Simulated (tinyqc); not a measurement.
Worked calculation (part 2 of 2): CIS on RHF in the sto-3g basis, for BeH2, spin multiplicity 1. Computed by tinyqc, a small Python program that keeps every step (integrals from PySCF). Command: `OMP_NUM_THREADS=1 python tinyqc.py 30209 30210 out.jsonl` (the two numbers bound the seeds that draw the settings). One thread of a shared host (Intel(R) Xeon(R) Processor @ 2.60GHz), about 0.06 s of CPU time with the checks.

Geometry (angstrom):
```
atom         x          y         z
Be    0.000000   0.000000  0.000000
H     0.000000   1.420000  0.000000
H     0.000000  -1.420000  0.000000
```

## CIS matrix, triplets

orbital energies (hartree): MO1 -4.524178, MO2 -0.442144, MO3 -0.403420, MO4 0.213358, MO5 0.213358, MO6 0.420155, MO7 0.840797

Two-electron integrals over orbitals (pq|rs), unique and non-zero (hartree):
```
(11|11) 2.271617    (21|11) -0.193117   (21|21) 0.025246    (22|11) 0.475027
(22|21) -0.006242   (22|22) 0.388758    (31|31) 0.005576    (32|31) 0.012789
(32|32) 0.162456    (33|11) 0.442941    (33|21) -0.002621   (33|22) 0.401668
(33|33) 0.424954    (41|41) 0.015762    (42|41) 0.015118    (42|42) 0.048499
(43|43) 0.013779    (44|11) 0.569179    (44|21) -0.007684   (44|22) 0.362860
(44|33) 0.348298    (44|44) 0.449859    (51|51) 0.015762    (52|51) 0.015118
(52|52) 0.048499    (53|53) 0.013779    (54|54) 0.024249    (55|11) 0.569179
(55|21) -0.007684   (55|22) 0.362860    (55|33) 0.348298    (55|44) 0.401360
(55|55) 0.449859    (61|11) -0.187811   (61|21) 0.025164    (61|22) -0.006419
(61|33) -0.003605   (61|44) -0.005192   (61|55) -0.005192   (61|61) 0.025244
(62|11) 0.122361    (62|21) -0.006385   (62|22) -0.020497   (62|33) -0.044506
(62|44) 0.058542    (62|55) 0.058542    (62|61) -0.004625   (62|62) 0.079741
(63|31) -0.001618   (63|32) -0.093343   (63|63) 0.084469    (64|41) 0.016347
(64|42) 0.047121    (64|64) 0.050417    (65|51) 0.016347    (65|52) 0.047121
(65|65) 0.050417    (66|11) 0.470826    (66|21) -0.006720   (66|22) 0.388781
(66|33) 0.399866    (66|44) 0.361837    (66|55) 0.361837    (66|61) -0.006371
(66|62) -0.031602   (66|66) 0.404581    (71|31) 0.010524    (71|32) 0.019425
(71|63) -0.001051   (71|71) 0.020148    (72|31) 0.003994    (72|32) -0.042112
(72|63) 0.061638    (72|71) 0.007835    (72|72) 0.056810    (73|11) 0.144848
(73|21) -0.004614   (73|22) -0.002835   (73|33) -0.019087   (73|44) 0.063932
(73|55) 0.063932    (73|61) -0.003496   (73|62) 0.075236    (73|66) -0.023496
(73|73) 0.084275    (74|43) 0.013592    (74|74) 0.016741    (75|53) 0.013592
(75|75) 0.016741    (76|31) 0.010620    (76|32) 0.141748    (76|63) -0.093584
(76|71) 0.016489    (76|72) -0.052325   (76|76) 0.139108    (77|11) 0.565374
(77|21) -0.008425   (77|22) 0.417040    (77|33) 0.434913    (77|44) 0.385891
(77|55) 0.385891    (77|61) -0.008348   (77|62) -0.029157   (77|66) 0.425970
(77|73) -0.004642   (77|77) 0.475102
```

A(ia,jb) = (e_a - e_i) d_ij d_ab - (ij|ab).

CIS matrix A, triplet (hartree):
```
          1>4       1>5        1>6        1>7       2>4       2>5        2>6        2>7
1>4  4.168357  0.000000   0.000000   0.000000  0.007684  0.000000   0.000000   0.000000
1>5  0.000000  4.168357   0.000000   0.000000  0.000000  0.007684   0.000000   0.000000
1>6  0.000000  0.000000   4.473507   0.000000  0.000000  0.000000   0.006720   0.000000
1>7  0.000000  0.000000   0.000000   4.799601  0.000000  0.000000   0.000000   0.008425
2>4  0.007684  0.000000   0.000000   0.000000  0.292643  0.000000   0.000000   0.000000
2>5  0.000000  0.007684   0.000000   0.000000  0.000000  0.292643   0.000000   0.000000
2>6  0.000000  0.000000   0.006720   0.000000  0.000000  0.000000   0.473518   0.000000
2>7  0.000000  0.000000   0.000000   0.008425  0.000000  0.000000   0.000000   0.865901
3>4  0.000000  0.000000   0.000000   0.000000  0.000000  0.000000   0.000000   0.000000
3>5  0.000000  0.000000   0.000000   0.000000  0.000000  0.000000   0.000000   0.000000
3>6  0.000000  0.000000   0.000000  -0.010620  0.000000  0.000000   0.000000  -0.141748
3>7  0.000000  0.000000  -0.010620   0.000000  0.000000  0.000000  -0.141748   0.000000

          3>4       3>5        3>6        3>7
1>4  0.000000  0.000000   0.000000   0.000000
1>5  0.000000  0.000000   0.000000   0.000000
1>6  0.000000  0.000000   0.000000  -0.010620
1>7  0.000000  0.000000  -0.010620   0.000000
2>4  0.000000  0.000000   0.000000   0.000000
2>5  0.000000  0.000000   0.000000   0.000000
2>6  0.000000  0.000000   0.000000  -0.141748
2>7  0.000000  0.000000  -0.141748   0.000000
3>4  0.268480  0.000000   0.000000   0.000000
3>5  0.000000  0.268480   0.000000   0.000000
3>6  0.000000  0.000000   0.423709   0.000000
3>7  0.000000  0.000000   0.000000   0.809304
```

## CIS triplet states

Diagonalise A (1 hartree = 27.211386 eV); each vector has its largest component positive (the first on a tie).

triplet excitation energies (eV): [7.305709, 7.305709, 7.962795, 7.962795, 10.399063, 11.474533, 23.431664, 24.691783, 113.427184, 113.427184, 121.731500, 130.605020]

lowest vectors, order 1>4, 1>5, 1>6, 1>7, 2>4, 2>5, 2>6, 2>7, 3>4, 3>5, 3>6, 3>7:
$$\begin{pmatrix}
0.000000 & 0.000000 & 0.000000 & -0.001983 & 0.000000 & 0.000000 \\
0.000000 & 0.000000 & -0.001983 & 0.000000 & 0.000000 & 0.000000 \\
0.000000 & 0.000000 & 0.000000 & 0.000000 & 0.000000 & -0.000658 \\
0.000000 & 0.000000 & 0.000000 & 0.000000 & 0.001771 & 0.000000 \\
0.000000 & 0.000000 & 0.000016 & 0.999998 & 0.000000 & 0.000000 \\
0.000000 & 0.000000 & 0.999998 & -0.000016 & 0.000000 & 0.000000 \\
0.000000 & 0.000000 & 0.000000 & 0.000000 & 0.000000 & 0.939180 \\
0.000000 & 0.000000 & 0.000000 & 0.000000 & 0.281170 & 0.000000 \\
-0.005309 & 0.999986 & 0.000000 & 0.000000 & 0.000000 & 0.000000 \\
0.999986 & 0.005309 & 0.000000 & 0.000000 & 0.000000 & 0.000000 \\
0.000000 & 0.000000 & 0.000000 & 0.000000 & 0.959656 & 0.000000 \\
0.000000 & 0.000000 & 0.000000 & 0.000000 & 0.000000 & 0.343425
\end{pmatrix}$$

Within a degenerate level the vectors are fixed only up to a rotation; this is one choice.
